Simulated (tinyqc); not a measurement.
Thermal and gravitational stress in a wafer during furnace and rapid thermal processing, and the onset of slip. Changing the temperature T. Computed by tinyqc, a small Python program. Command: `OMP_NUM_THREADS=1 python tinyqc.py 3016695 3016696 out.jsonl slip sweep`. One thread of a shared host (Intel(R) Xeon(R) Processor @ 2.30GHz), about 0.01 s of CPU time with the checks.

A thin free disc in plane stress, isotropic; T(r) = T_centre + dT (r/R)^n with n = 2. Stress is positive in tension; sigma_SB = 5.670374419e-8 W/(m^2 K^4), g = 9.80665 m/s^2.

Inputs (values chosen for the exercise, modelled on silicon):
```
quantity                              value        unit
wafer radius R                          150          mm
thickness t                             775  micrometre
Young's modulus E                       150         GPa
expansion alpha                        4.13      1e-6/K
edge less centre temperature dT         -22           K
prefactor A of the critical stress  0.00053         MPa
energy U of the critical stress       0.997          eV
density rho                            2330      kg/m^3
heat capacity c                         931    J/(kg K)
conductivity k                         26.1     W/(m K)
wafer spacing s                          16          mm
ramp rate                               5.5       K/min
```

Temperature profile: parabolic.

Constants: k_B = 8.617333262e-05 eV/K.

Method:
- With x = r/R: s_rr = alpha E dT (1 - x^n)/(n + 2), s_tt = alpha E dT [1 - (n + 1) x^n]/(n + 2).
- Critical resolved stress tau_c = A exp(U/(k_B T)), a form chosen for the exercise; slip when 0.492799 |s_tt(R)| > tau_c; allowed |dT| = tau_c (n + 2)/(0.492799 n alpha E).
- In a stack heated from the rim, heat flows inward by conduction and by radiation between wafers: k_eff = k + (16/3) sigma_SB T^3 s^2/t (a diffusion estimate with the spacing as path length). A steady ramp gives the parabolic lag dT = rho c (ramp) R^2/(4 k_eff); the allowed ramp uses n = 2.

One run for each value; columns: (1) temperature T (K); (2) critical stress tau_c (MPa); (3) allowed |dT| (K); (4) allowed ramp rate (K/min); (5) resolved over critical stress:
```
(1)     (2)    (3)    (4)    (5)
1000  56.10  367.5  227.7  0.060
1070  26.32  172.4  125.9  0.128
1140  13.55   88.8   76.0  0.248
1210   7.53   49.3   49.3  0.446
1280   4.46   29.2   33.9  0.752
1340   2.98   19.5   25.6  1.127
1410   1.94   12.7   19.1  1.731
1480   1.32    8.6   14.8  2.551
1550   0.92    6.1   11.9  3.632
```

What does the table show?

Over the rows, critical stress tau_c (MPa) falls from 56.1 to 0.925 (exponent d ln y / d ln x -11 between the first rows and -7.6 between the last); allowed |dT| (K) falls from 367 to 6.06 (exponent d ln y / d ln x -11 between the first rows and -7.6 between the last); allowed ramp rate (K/min) falls from 228 to 11.9 (exponent d ln y / d ln x -8.8 between the first rows and -4.8 between the last).

Caution (rows 1000): at lower temperature the exponential form overstates the strength: fracture from edge flaws comes first.
